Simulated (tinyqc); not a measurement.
Depolarisation shift: optical transitions of a finite quantum well.

Each carrier sees a square well of width L with its own depth V and masses m (inside), mb (outside); c = hbar^2/2m0, k = sqrt(m E/c), kappa = sqrt(mb (V - E)/c), and level n solves k L + 2 atan[(k/m)/(kappa/mb)] = n pi. The envelope is cos(kz) for odd n and sin(kz) for even n inside, joins exp(-kappa (|z| - L/2)) outside, and is normalised to 1. Excitons and band mixing are left out.

Constants: hbar^2/2m0 = 3.80998211 eV angstrom^2; e^2/(4 pi eps0) = 14.39964547 eV angstrom.

Values chosen for the exercise (near those of a GaAs well in AlGaAs; shifted at random, so the results belong to these values and not to a real crystal): L = 88 angstrom (well width); Vc = 0.259 eV (conduction offset); me = 0.0657 m0 (electron, well); meb = 0.0936 m0 (electron, barrier); eps = 11.9 (background dielectric constant); Nss = (0.052, 0.13, 0.26, 0.52, 0.78, 1, 1.6) x 1e12/cm^2 (sheet densities).

The collective line lies at E12 sqrt(1 + a), a = 8 pi q (n1 - n2) S/(eps E12), q = e^2/(4 pi eps0), S = integral over z of (integral up to z of psi_1 psi_2)^2. Zero temperature with the mass me in both subbands: n1 - n2 = Ns until Ns reaches D E12, D = me/(2 pi c), and D E12 beyond. 1e12/cm^2 = 1e-4/angstrom^2; exchange and the static band bending by the charge are left out.

Line position:

| Ns (1e12/cm^2) | n1 - n2 | a | line (meV) | shift (meV) |
|---|---|---|---|---|
| 0.052 | 0.052 | 0.0101 | 109.11 | 0.55 |
| 0.13 | 0.130 | 0.0252 | 109.92 | 1.36 |
| 0.26 | 0.260 | 0.0504 | 111.26 | 2.70 |
| 0.52 | 0.520 | 0.1008 | 113.90 | 5.34 |
| 0.78 | 0.780 | 0.1512 | 116.48 | 7.92 |
| 1.6 | 1.600 | 0.3102 | 124.26 | 15.70 |

Give the missing row, Ns (1e12/cm^2) = 1.0.

Computed row:
```
Ns (1e12/cm^2)  n1 - n2       a  line (meV)  shift (meV)
1.0               1.000  0.1938      118.62        10.06
```

S = 6.920 angstrom
E12 = 108.56 meV

The upward shift grows from 0.55 to 15.70 meV, 14.5 % of E12 at most. For small a the shift is a E12/2, linear in Ns; in the last row that rule gives 16.84 meV. S/L = 0.0786, against 5/(9 pi^2) = 0.0563 for hard walls.

tinyqc: `OMP_NUM_THREADS=1 python tinyqc.py 1282347 1282348 out.jsonl`; about 0.1 s, one thread, shared Intel(R) Xeon(R) Processor @ 2.30GHz.
